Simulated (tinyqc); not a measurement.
One-electron ion in a basis of Gaussians, step by step. One step of it, computed by the program tinyqc.

Question. Matrices over normalised Gaussians. With p = a_i + a_j and I(k) = Gamma((k+1)/2) / (2 p^((k+1)/2)): S = I(2l+2), T = (2l+3) a_i a_j S / p, V = -Z I(2l+1), each divided by sqrt(S_ii S_jj).

exponents of r^l exp(-a r^2) (1/bohr^2): 0.458700  0.767600

Z = 2

l = 0

Give: S; T; V.

Answer.

S:
```
       1      2
1  1.000  0.952
2  0.952  1.000
```

T (hartree):
```
       1      2
1  0.688  0.820
2  0.820  1.151
```

V (hartree):
```
        1       2
1  -2.162  -2.379
2  -2.379  -2.796
```
